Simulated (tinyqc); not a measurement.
The same stress in different states: Raman shift of the zone-centre optical phonon of a diamond-structure crystal under stress. Computed by tinyqc, a small Python program. Command: `OMP_NUM_THREADS=1 python tinyqc.py 3018255 3018256 out.jsonl ramanstress walk`. One thread of a shared host (Intel(R) Xeon(R) Processor @ 2.30GHz), about 0.01 s of CPU time with the checks.

Axes x, y, z are the cube axes. Strain shifts the threefold optical mode and can split it; p, q and r are the phonon deformation potentials.

Inputs (values chosen for the exercise, modelled on silicon):

| quantity | value | unit |
|---|---|---|
| unstrained frequency omega_0 | 520.8 | 1/cm |
| p/omega_0^2 | -1.77 | - |
| q/omega_0^2 | -2.39 | - |
| r/omega_0^2 | -0.745 | - |
| C11 | 168.2 | GPa |
| C12 | 64.63 | GPa |
| C44 | 79.68 | GPa |
| stress sigma (tension positive) | -1.1 | GPa |

Stress state: biaxial. Axis: [001].

Method:
- S11 = (C11 + C12)/D, S12 = -C12/D, D = (C11 - C12)(C11 + 2 C12), S44 = 1/C44.
- eps_xx = S11 sigma_xx + S12 (sigma_yy + sigma_zz), and cyclic; eps_xy = S44 sigma_xy/2 (tensor strain).
- Secular matrix: M_xx = p eps_xx + q (eps_yy + eps_zz), M_xy = 2 r eps_xy; its eigenvalues are omega^2 - omega_0^2, and the shifts are these over 2 omega_0.
- Uniaxial: sigma n n^T; biaxial: sigma (1 - n n^T); hydrostatic: sigma 1. The line seen from (001) is taken as unresolved, at the intensity-weighted shift M_zz/(2 omega_0).

S44 = 12.5502 1/TPa

S11 = 7.55747 1/TPa

S12 = -2.09784 1/TPa

Shifts (1/cm):

| state | lowest | middle | highest | line seen from (001) |
|---|---|---|---|---|
| uniaxial [100] | 0.9593 | 2.6740 | 2.6740 | 2.6740 |
| uniaxial [110] | 0.4776 | 2.6740 | 3.1558 | 2.6740 |
| uniaxial [001] | 0.9593 | 2.6740 | 2.6740 | 0.9593 |
| uniaxial [111] | 1.2097 | 1.2097 | 3.8879 | 2.1024 |
| biaxial, normal [001] | 3.6333 | 3.6333 | 5.3480 | 5.3480 |
| biaxial, normal [111] | 2.4194 | 5.0976 | 5.0976 | 4.2049 |
| hydrostatic | 6.3073 | 6.3073 | 6.3073 | 6.3073 |

What does the comparison show, and why?

Seen from (001), uniaxial stress along [100] and along [110] give the same shift (2.674), and equal biaxial stress in the plane gives twice as much (5.348), since only sigma_xx + sigma_yy and sigma_zz enter M_zz. Stress along [001] gives 0.959. One measured shift therefore fixes the stress only once its state is assumed: read as uniaxial in the plane, a shift implies twice the stress that it does read as biaxial.

Extremes, crossings and ranges named in words are read from the listed rows.
